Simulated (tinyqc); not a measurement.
Frenkel-Kontorova chain: a misfit dislocation (kink) in a monolayer on a periodic substrate: one step, computed by the program tinyqc. Command: `OMP_NUM_THREADS=1 python tinyqc.py 3028415 3028416 out.jsonl fkchain walk`. One thread of a shared host (Intel(R) Xeon(R) Processor @ 2.30GHz), about 0.05 s of CPU time with the checks.

E = sum_j [(k/2)(x_(j+1) - x_j - b)^2 + (W/2)(1 - cos(2 pi x_j/a))], x_j = a (j + u_j). A kink takes u from 0 to 1: the chain is stretched by one period and has one atom fewer than wells.

Problem. Continuum limit. l0 = sqrt(k a^2/(2 W)); kink u(j) = (2/pi) arctan exp(pi j/l0); kink energy at f = 0: E0 = (4/pi) W l0; with misfit E0 - k a^2 f; kinks become favourable at f_c = 2/(pi l0), and a coherent chain with free ends loses stability at f_m = 1/l0. Lowest vibration of the flat chain: nu0 = 15.6333042 THz x sqrt(2 pi^2 W/(a^2 M)).

Inputs (values chosen for the exercise, for a model overlayer):
```
quantity,value,unit
spring constant k,4.12,eV/angstrom^2
substrate period a,3.04,angstrom
corrugation W,1.45,eV
misfit f = (b - a)/a,0.14,-
atomic mass M,33.1,u
```

Constants: nu for 1 eV/(angstrom^2 u) = 15.6333042 THz.

Give: kink width l0; kink energy E0; kink energy with misfit; critical misfit f_c; limit f_m; gap frequency nu0.

Solution.

kink width l0 = 3.623

kink energy E0 = 6.690 eV

kink energy with misfit = 1.359 eV

critical misfit f_c = 0.1757

limit f_m = 0.2760

gap frequency nu0 = 4.782 THz

f < f_c: the layer stays in register. Caution: a corrugation above 1 eV is larger than real overlayers usually show; it is chosen to keep the kink narrow.
